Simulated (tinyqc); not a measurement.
Changing the volume V0 of phase 2: pressure-driven transition between two phases with analytic equations of state. Computed by tinyqc, a small Python program. Command: `OMP_NUM_THREADS=1 python tinyqc.py 3011933 3011934 out.jsonl transition sweep`. One thread of a shared host (Intel(R) Xeon(R) Processor @ 2.30GHz), about 0.01 s of CPU time with the checks.

Each phase obeys E = E0 + (9 B0 V0/h^2) {1 + [h (1 - x) - 1] exp(h (1 - x))}, P = 3 B0 (1 - x) x^-2 exp(h (1 - x)), x = (V/V0)^(1/3), h = (3/2)(B' - 1); E0 = 0 for phase 1 and Delta E0 for phase 2. H = E + P V.

Inputs (values chosen for the exercise, for two model phases):
```
quantity                                   value             unit
volume V0 of phase 1                        23.1  angstrom^3/atom
B0 of phase 1                                129              GPa
B' of phase 1                               5.07                -
B0 of phase 2                                149              GPa
B' of phase 2                               4.71                -
energy of phase 2 above phase 1, Delta E0   0.46          eV/atom
```

Equation of state: Vinet.

Constants: 1 eV/angstrom^3 = 160.2176634 GPa.

Method. If neither phase were compressed, P = Delta E0/(V0 of phase 1 - V0 of phase 2). Start from P = Delta E0/(V0 of phase 1 - V0 of phase 2); at each P solve P(V) = P for both phases and step P(new) = P - (H_2 - H_1)/(V_2 - V_1); stop when |H_2 - H_1| < 1e-10 eV. At the zero-temperature transition the volume change is V_2/V_1 - 1 and the work is P (V_1 - V_2).

One run for each value:
```
volume V0 of phase 2 (angstrom^3/atom)  transition pressure (GPa)  rigid estimate (GPa)  volume change (%)
16.2                                                       11.211                10.681            -29.324
16.9                                                       12.561                11.887            -26.226
17.7                                                       14.571                13.648            -22.672
18.5                                                       17.355                16.022            -19.099
19.3                                                       21.475                19.395            -15.501
20.1                                                       28.209                24.567            -11.868
20.8                                                       38.992                32.044             -8.655
21.6                                                       69.799                49.133             -4.958
```

What does the table show, and why?

Over the rows, transition pressure (GPa) rises from 11.2 to 69.8 (exponent d ln y / d ln x 2.7 between the first rows and 15 between the last); rigid estimate (GPa) rises from 10.7 to 49.1 (exponent d ln y / d ln x 2.5 between the first rows and 11 between the last); volume change (%) rises from -29.3 to -4.96 (exponent d ln y / d ln x -2.6 between the first rows and -15 between the last). The smaller the volume gain, the more pressure is needed to pay Delta E0. Left out: 22.4 (no transition within the range of the equations of state).

Caution (rows 21.6): the pressure is a large share of B0, where the result depends on the form of the equation of state.
